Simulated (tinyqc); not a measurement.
# Fully depleted semiconductor-on-insulator film with two gates, non-linear Poisson equation by Newton steps: two studies

One dimension across the film, front interface at x = 0, back interface at x = ts. psi is counted from the intrinsic level, n = ni exp(psi/Vt) (source grounded), holes neglected, acceptors ionised. Gates act through Cox = eps0 eox/tox and Cbox = 3.9 eps0/tb with potentials G1 = Vg - (phiM - chi - Vt ln(Nc/ni)) and G2 = Vb - (phiB - chi - Vt ln(Nc/ni)). Classical Boltzmann densities, no interface charge, no depletion in the back plane.

Values chosen for this exercise; band and dielectric values close to those of germanium:
```
symbol    value   unit                                                                 meaning
T           350      K                                                             temperature
Eg        0.654     eV                                                                band gap
eps_r      16.3                                                          relative permittivity
Nc      1.32e19  cm^-3                                  conduction-band density of states at T
Nv      7.64e18  cm^-3                                     valence-band density of states at T
chi        3.93     eV                                                       electron affinity
eox         3.9         relative permittivity of the gate insulator (close to silicon dioxide)
tox         1.3     nm                                                     insulator thickness
ts          6.5     nm                                                          film thickness
tb           81     nm                                      buried-oxide thickness (eps_r 3.9)
Na       1.3e17  cm^-3                                            acceptor density of the film
phiM       4.62     eV                                         work function of the front gate
phiB       4.53     eV                                         work function of the back plane
Vb            0      V                                                       back-gate voltage
```

Constants: q = 1.602176634e-19 C, kB = 1.380649e-23 J/K, Vt = kB T/q, eps0 = 8.8541878128e-14 F/cm where lengths are in cm. Results are converted to the units shown.

Each table varies one quantity; the others keep the values above.

## Charge against front-gate voltage

ni = sqrt(Nc Nv) exp(-Eg/(2 Vt)), Eg in volts. The Poisson equation eps0 eps_r d2psi/dx2 = q (n + Na), with -eps0 eps_r dpsi/dx = Cox (G1 - psi) at x = 0 and eps0 eps_r dpsi/dx = Cbox (G2 - psi) at x = ts, is solved on 300 equal intervals with half boxes at both ends; N_inv is the trapezoid sum of n. Swing = ln 10/(d ln N_inv/dVg); the last column is (dN_inv/dVb)/(dN_inv/dVg).

Charge against front-gate voltage:
```
Vg (V)	psi front (V)	psi back (V)	N_inv (cm^-2)	centroid/ts	swing (mV/decade)	q dN_inv/dVg over Cox	back/front leverage
0.18	-0.181	-0.186	2.87e5	0.487	71.2	5.61e-7	0.0252
0.33	-0.0334	-0.0408	3.68e7	0.480	71.2	7.17e-5	0.0250
0.48	0.114	0.104	4.65e9	0.471	72.1	0.00896	0.0248
0.63	0.245	0.224	2.87e11	0.440	123	0.323	0.0238
0.78	0.316	0.263	1.59e12	0.351	332	0.663	0.0210
0.93	0.355	0.274	3.42e12	0.278	600	0.791	0.0192
1.08	0.382	0.278	5.47e12	0.228	890	0.853	0.0182
1.23	0.401	0.280	7.64e12	0.194	1.19e3	0.888	0.0177
1.38	0.416	0.282	9.88e12	0.169	1.51e3	0.911	0.0173
```

Read the table: what changes, and by how much?

N_inv passes 1e11 cm^-2 at Vg = 0.583 V. The swing starts at 71.2 mV a decade, against (1 + k) Vt ln 10 = 70.5 for a front channel with k = Cs Cbox/(Cox (Cs + Cbox)) = 0.0157, Cs = eps0 eps_r/ts; above threshold this column is no longer a subthreshold swing. The centroid falls from 0.487 to 0.169 of ts and the leverage of the back gate falls from 0.0252 to 0.0173. For Vg = 0.78, 0.93, 1.08, 1.23, 1.38 the density at an interface exceeds 0.3 Nc, where Boltzmann statistics fail. For Vg = 0.63, 0.78, 0.93, 1.08, 1.23, 1.38 the classical centroid lies within 3 nm of an interface, where confinement, left out, would push it away.

## Threshold and coupling against the back-gate voltage

VT is the Vg for N_inv = 1e11 cm^-2; -dVT/dVb from the linearised equation. Limits with Cs = eps0 eps_r/ts: front channel Cs Cbox/(Cox (Cs + Cbox)), back channel Cbox (Cox + Cs)/(Cox Cs). Swing at N_inv = 1e8 cm^-2.

The same in every row: front-channel limit = 0.0157; back-channel limit = 0.0352.

Results:
```
Vb (V)	VT (V)	centroid/ts at VT	-dVT/dVb	swing (mV/decade)
-8	0.753	0.177	0.0191	70.8
-6	0.714	0.220	0.0199	70.9
-4	0.673	0.280	0.0211	70.9
0	0.583	0.458	0.0244	71.2
2	0.532	0.561	0.0264	71.3
4	0.477	0.656	0.0283	71.5
6	0.419	0.733	0.0298	71.6
8	0.358	0.790	0.0310	71.6
```

Estimate the missing row, Vb = -2 V.

Computed row:
```
Vb (V)	VT (V)	centroid/ts at VT	-dVT/dVb	swing (mV/decade)
-2	0.630	0.361	0.0226	71.1
```

With this row back in the table: As Vb goes from -8 to 8, VT falls from 0.753 to 0.358 V, the centroid rises from 0.177 to 0.790 of ts and -dVT/dVb rises from 0.0191 to 0.0310. The coupling covers 17.3 % of the way from the front-channel to the back-channel limit in the first row and 78.1 % in the last.

Range of the model: In so thin a film or at such density quantum confinement moves the charge away from the interfaces and raises the threshold.

Computed by the program tinyqc: `OMP_NUM_THREADS=1 python tinyqc.py 2190016 2190017 out.jsonl`, one thread of a shared Intel Xeon 2.30GHz, about 0.4 s for the whole run.
